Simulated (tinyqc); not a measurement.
Off-state leakage of single and stacked transistors: two steps of the calculation.

n-channel devices of unit width. Subthreshold current I(Vg, Vs, Vd) = I0 (T/300 K)^0.5 exp[(Vg - Vs - VT(T) - gb (Vs - Vb) + dd (Vd - Vs))/(nf Vt)] (1 - exp(-(Vd - Vs)/Vt)), VT(T) = VT - cT (T - 300 K). Gate-edge tunnelling Ig (Vd/1 V) exp(ag (Vd - 1 V)), for a gate at 0 V, and band-to-band leakage Ab u exp(-Bb/u), u = Vd - Vb + 1 V, flow at a drain held at V; both are taken as independent of T. In a stack of off transistors (all gates at 0 V) the same subthreshold current passes through each.

Parameters, values chosen for the exercise; values of the order met in bulk silicon logic transistors: temperature T = 358 K; supply voltage V = 1.1 V; threshold at 300 K, zero drain and body bias VT = 0.33 V; fall of the threshold with temperature cT = 0.7 mV/K; current at threshold at 300 K I0 = 0.18 uA/um; slope factor nf = 1.32; drain-induced lowering per volt dd = 0.07; rise of the threshold per volt of source-body bias gb = 0.23; gate-edge tunnelling current at 1 V Ig = 0.0003 uA/um; exponential slope of the gate current ag = 4.2 1/V; prefactor of band-to-band leakage at the drain Ab = 2 uA/(um V); its exponential voltage Bb = 29 V; body voltage Vb = 0 V.

Constants: q = 1.602176634e-19 C, kB = 1.380649e-23 J/K, Vt = kB T/q. Results are converted to the units shown.

Problem 1. Leakage of one transistor. Vg = Vs = 0, Vd = V; effective threshold VT(T) - gb Vb - dd V.

Wanted: effective threshold; parts; total; shares.

Solution 1.

effective threshold = 0.2124 V
parts (nA/um): subthreshold 1.068, gate edge 0.5022, band-to-band 0.004225
total = 1.574 nA/um
shares (%): subthreshold 67.83, gate edge 31.91, band-to-band 0.2684

The subthreshold part is the largest.

Problem 2. New Vx. Stack of two, Vx the node between them: I_low = I(0, 0, Vx), I_up = I(0, Vx, V), f = ln(I_up/I_low), f' = -(1 + gb + 2 dd)/(nf Vt) - 1/(Vt (exp(Vx/Vt) - 1)) - 1/(Vt (exp((V - Vx)/Vt) - 1)), Vx(new) = Vx - f/f'.

Vx at the start = 0.056 V

Wanted: I_low; I_up; f; f'; Vx after iteration 1.

Solution 2.

I_low = 0.14855 nA/um
I_up = 0.17867 nA/um
f = 0.18457
f' = -39.946 1/V
Vx after iteration 1 = 0.060620 V

Computed by the program tinyqc: `OMP_NUM_THREADS=1 python tinyqc.py 2242084 2242085 out.jsonl`, one thread of a shared Intel Xeon 2.30GHz, about 0.03 s for the whole run.
